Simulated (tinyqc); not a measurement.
Line constants from open and short measurements.

Question. A uniform line of length len, under a quarter wavelength, has Z_open = Zc coth(gamma len) and Z_short = Zc tanh(gamma len); gamma Zc = r + i w l and gamma/Zc = g + i w c, w = 2 pi f. Find r, l and c.

Inputs (values chosen for the exercise): length len = 29 mm; frequency f = 0.39 GHz.

Zin with the far end open = 22.52952-148.95813i ohm
Zin with the far end shorted = 73.617050+26.767042i ohm

Solution. The product of the two impedances is Zc^2 and their ratio tanh^2(gamma len); the principal branch holds below a quarter wavelength.

r = 2.23 ohm/mm
l = 0.494 nH/mm
c = 87.8 pF/m

Numbers from tinyqc (`OMP_NUM_THREADS=1 python tinyqc.py 2810228 2810229 out.jsonl`; about 0.01 s on one thread of a shared Intel Xeon 2.30GHz).
